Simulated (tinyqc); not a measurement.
# A barrier in a uniform field, exact transmission by Airy functions: effects of single changes

The left lead has its band edge at 0, the barrier edge falls as U(x) = U0 - F x with F = V/d for 0 < x < d, and the right lead has its edge at -V. No transverse momentum; C = hbar^2/(2 m0); psi and psi'/m are continuous. M carries (psi, psi'/m) across the barrier.

Values chosen for this exercise; masses and offsets close to those of InGaAs wells and InP barriers; the mass of the right lead is set freely:
- mL = 0.04 m0 (mass in the left lead)
- U0 = 0.24 eV (barrier edge at x = 0)
- m1 = 0.079 m0 (mass in the barrier)
- E = 0.128 eV (electron energy)
- d = 15 nm (barrier width)
- V = 0.051 V (voltage across the barrier)
- mR = 0.054 m0 (mass in the right lead)

Constants: q = 1.602176634e-19 C, hbar = 1.054571817e-34 J s, m0 = 9.1093837015e-31 kg, hbar^2/(2 m0) = 0.0380998212 eV nm^2. Results are converted to the units shown.

Each table varies one quantity; the others keep the values above.

## Exact and WKB transmission against voltage

Energy scale e = (C F^2/m1)^(1/3), z(x) = (U(x) - E)/e, s = (dz/dx)/m1 = -F/(e m1); v = k/m in a lead. With a = Ai, a' = Ai', b = Bi, b' = Bi' at z1 (left edge) and z2 (right edge): M11 = pi (a2 b1' - b2 a1'), M12 = (pi/s)(b2 a1 - a2 b1), M21 = pi s (a2' b1' - b2' a1'), M22 = pi (b2' a1 - a2' b1). With M acting on (psi, psi'/m) and v = k/m in each lead, T(E) = 4 vL vR/[(vL vR M12 - M21)^2 + (vR M11 + vL M22)^2]. WKB: exp(-S), S = (4/(3 F)) sqrt(m1/C) [max(U0 - E, 0)^1.5 - max(U0 - F d - E, 0)^1.5].

Results:

| V (V) | z2 | T(E), exact | exp(-S) | ratio |
|---|---|---|---|---|
| 0.034 | 5.764 | 5.368e-6 | 1.680e-6 | 3.196 |
| 0.061 | 2.553 | 1.298e-5 | 4.744e-6 | 2.736 |
| 0.088 | 0.9408 | 3.352e-5 | 1.589e-5 | 2.110 |
| 0.142 | -0.8549 | 3.081e-4 | 4.995e-4 | 0.6169 |
| 0.169 | -1.446 | 0.001235 | 0.001683 | 0.7337 |
| 0.196 | -1.931 | 0.006785 | 0.004056 | 1.673 |
| 0.223 | -2.341 | 0.02985 | 0.007902 | 3.777 |
| 0.25 | -2.697 | 0.02582 | 0.01333 | 1.938 |
| 0.277 | -3.012 | 0.02250 | 0.02030 | 1.108 |
| 0.304 | -3.294 | 0.02782 | 0.02870 | 0.9695 |
| 0.331 | -3.550 | 0.04467 | 0.03834 | 1.165 |
| 0.358 | -3.784 | 0.08487 | 0.04903 | 1.731 |

Estimate the missing row, V = 0.115 V.

Computed row:

| V (V) | z2 | T(E), exact | exp(-S) | ratio |
|---|---|---|---|---|
| 0.115 | -0.09839 | 9.495e-5 | 8.383e-5 | 1.133 |

With this row back in the table: The exact T(E) moves up and down between 5.37e-6 and 0.0849. The ratio to WKB lies between 0.617 and 3.78. For V above U0 - E = 0.112 V (z2 < 0) the ratio turns 3 time(s) among the rows: the wave runs freely over the last part of the barrier and is partly reflected at x = d, and the two waves interfere.

## Effect of the emitter mass

Same model as above.

The same in every row: exp(-S) = 3.1807e-6.

Effect of the emitter mass:

| mL (m0) | vL (1/nm) | T(E), exact | ratio |
|---|---|---|---|
| 0.014 | 15.491 | 6.8346e-6 | 2.1488 |
| 0.022 | 12.358 | 7.9733e-6 | 2.5068 |
| 0.035 | 9.7974 | 9.0380e-6 | 2.8415 |
| 0.056 | 7.7455 | 9.8246e-6 | 3.0888 |
| 0.089 | 6.1440 | 1.0144e-5 | 3.1892 |
| 0.14 | 4.8987 | 9.9416e-6 | 3.1256 |
| 0.23 | 3.8219 | 9.1956e-6 | 2.8911 |
| 0.37 | 3.0133 | 8.1390e-6 | 2.5589 |

What does the table show?

WKB does not see the lead: exp(-S) stays at 3.18e-6. The ratio of exact to WKB goes from 2.15 through a maximum of 3.19 (at mL = 0.089 m0 among the rows listed) to 2.56; K/m1 at the left edge is 6.10 1/nm, and vL passes from 15.5 to 3.01 1/nm. The match at the entrance is best where vL is near K/m1.

Numbers from tinyqc (`OMP_NUM_THREADS=1 python tinyqc.py 2580112 2580113 out.jsonl`; about 0.01 s on one thread of a shared Intel Xeon 2.30GHz).
